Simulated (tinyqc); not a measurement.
Free and trapped electrons in a MOS channel with a dense trap tail: one step of the calculation.

p-type body, charge-sheet picture, full ionisation (an idealisation for deep acceptors), Boltzmann statistics for free electrons. e = Ec - EF at the surface. Acceptor-like traps of density D(E) = D0 + De exp(-E/Ew) at depth E below Ec, from 0 to Eu, hold n_t = integral of D(E)/(1 + exp((e - E)/Vt)). psi = Eg - Vt ln(Nv/Na) - e; N_dep = sqrt(2 eps0 eps_r Na (psi - Vt)/q); n_f = sqrt(N_dep^2 + 2 eps0 eps_r Vt Nc exp(-e/Vt)/q) - N_dep; Vg = Vfb + psi + q (N_dep + n_t + n_f)/Cox, Cox = eps0 eox/tox.

Question. Charges and gate voltage. psi, N_dep, n_f and Vg as defined, with the n_t given; free share n_f/(n_f + n_t); apparent mobility mf n_f/(n_f + n_t); gate voltage spent on traps q n_t/Cox.

Values chosen for this exercise; band and dielectric values close to those of 4H silicon carbide: temperature T = 300 K; band gap Eg = 3.27 eV; relative permittivity eps_r = 9.73; conduction-band density of states at T Nc = 1.71e19 cm^-3; valence-band density of states at T Nv = 2.5e19 cm^-3; relative permittivity of the insulator eox = 3.9; insulator thickness tox = 39 nm; acceptor density Na = 9.6e15 cm^-3; flat-band voltage without trapped charge Vfb = -1.96 V; mobility of free electrons mf = 140 cm^2/(V s); Ec - EF at the surface e = 0.049 eV.

Constants: q = 1.602176634e-19 C, kB = 1.380649e-23 J/K, Vt = kB T/q, eps0 = 8.8541878128e-14 F/cm where lengths are in cm. Results are converted to the units shown.

n_t = 3.3126219e11 cm^-2

Find: psi; N_dep; n_f; Vg; free share; apparent mobility; gate voltage spent on traps.

Answer.

psi = 3.0177 V
N_dep = 5.5577e11 cm^-2
n_f = 4.5578e11 cm^-2
Vg = 3.4875 V
free share = 57.910 %
apparent mobility = 81.074 cm^2/(V s)
gate voltage spent on traps = 0.59942 V

Numbers from tinyqc (`OMP_NUM_THREADS=1 python tinyqc.py 2222122 2222123 out.jsonl`; about 0.02 s on one thread of a shared Intel Xeon 2.30GHz).
